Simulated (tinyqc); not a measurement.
Speciation in dilute and buffered hydrofluoric acid, oxide etch rate and bath loading: one step, computed by the program tinyqc. Command: `OMP_NUM_THREADS=1 python tinyqc.py 3121280 3121281 out.jsonl hfetch walk`. One thread of a shared host (Intel(R) Xeon(R) Processor @ 2.30GHz), about 0.01 s of CPU time with the checks.

Concentrations stand for activities, NH4+ and Cl- are spectators, and water ionisation is neglected. H, F and HF2 denote the ions H+, F- and HF2-. The base temperature is 298 K.

Question. One trial. Fluoride balance: [HF] + [F] + 2 [HF2] + 2 [H2F2] = HF added + NH4F added. Acid balance: [H] + [HF] + [HF2] + 2 [H2F2] = HF added + HCl added. For a trial [H], [HF] = [H][F]/K1, and the fluoride balance is a quadratic in [F]. Take pH = 3. The residual is the left side of the acid balance less the right.

Inputs (values chosen for the exercise, of the order of those for thermal oxide at room temperature):

| quantity | value | unit |
|---|---|---|
| HF added | 0.82 | mol/L |
| NH4F added | 0 | mol/L |
| HCl added | 0 | mol/L |
| K1 = [H][F]/[HF] | 0.000722 | mol/L |
| K2 = [HF2]/([HF][F]) | 4.36 | L/mol |
| K3 = [H2F2]/[HF]^2 | 0 | L/mol |

Give: [F]; [HF]; [HF2]; [H2F2]; residual.

Answer.

[F] = 0.1799 mol/L

[HF] = 0.2492 mol/L

[HF2] = 0.1955 mol/L

[H2F2] = 0 mol/L

residual = -0.3744 mol/L

The residual is negative, so the pH lies below 3.
